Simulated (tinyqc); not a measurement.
Speed against selectivity over temperature: anisotropic wet etching of Si(100): plane rates, V-grooves, membranes and undercut. Computed by tinyqc, a small Python program. Command: `OMP_NUM_THREADS=1 python tinyqc.py 3003081 3003082 out.jsonl wetetch walk`. One thread of a shared host (Intel(R) Xeon(R) Processor @ 2.30GHz), about 0.01 s of CPU time with the checks.

A long slot opens the mask on a (100) wafer. The floor etches at R100; (111) walls stand at theta = arctan(sqrt2) = 54.7356 degrees to the surface and recede at R111 along their normal.

Inputs (values chosen for the exercise, close to those used for tetramethylammonium hydroxide solutions):

| quantity | value | unit |
|---|---|---|
| prefactor k0 of the (100) rate | 4.9e+08 | um/min |
| activation energy of (100), E | 0.623 | eV |
| ratio (100)/(111) at 80 C | 39 | - |
| extra energy of (111), dE | 0.13 | eV |
| ratio (100)/oxide at 80 C | 4800 | - |
| extra energy of the oxide, dE_ox | 0.24 | eV |
| misalignment of the mask | 0.5 | degrees |
| wafer thickness d | 380 | um |
| membrane thickness wanted | 16 | um |

Constants: k_B = 8.617333262e-05 eV/K.

Method:
- R100 = k0 exp(-E/(k_B T)); a ratio given at 80 C scales as exp[(extra energy/k_B)(1/T - 1/353.15 K)]; R111 and R_ox follow by division.
- Temperatures in kelvin are T(C) + 273.15.
- Each row etches to the depth d - membrane; undercut per side = (R111/sin(theta) + R100 sin(misalignment)) x time.

Etching to a fixed depth:

| T (C) | R100 (um/min) | R100/R111 | time (h) | undercut (um) | oxide consumed (nm) |
|---|---|---|---|---|---|
| 30 | 0.0215 | 78.896 | 281.80 | 8.827 | 20.65 |
| 40 | 0.0461 | 67.304 | 131.58 | 9.800 | 27.69 |
| 50 | 0.0942 | 57.982 | 64.41 | 10.865 | 36.47 |
| 60 | 0.1844 | 50.401 | 32.91 | 12.022 | 47.23 |
| 70 | 0.3470 | 44.170 | 17.48 | 13.269 | 60.26 |
| 80 | 0.6301 | 39.000 | 9.63 | 14.607 | 75.83 |
| 90 | 1.1072 | 34.672 | 5.48 | 16.034 | 94.23 |
| 100 | 1.8877 | 31.019 | 3.21 | 17.548 | 115.73 |

From 30 to 100 C the time falls by a factor 87.7, while the oxide loss grows by 5.60 and the undercut by 1.99: the slower planes and the mask have the higher activation energies, so heat costs selectivity. Misalignment gives 3.18 um of the undercut at any T.
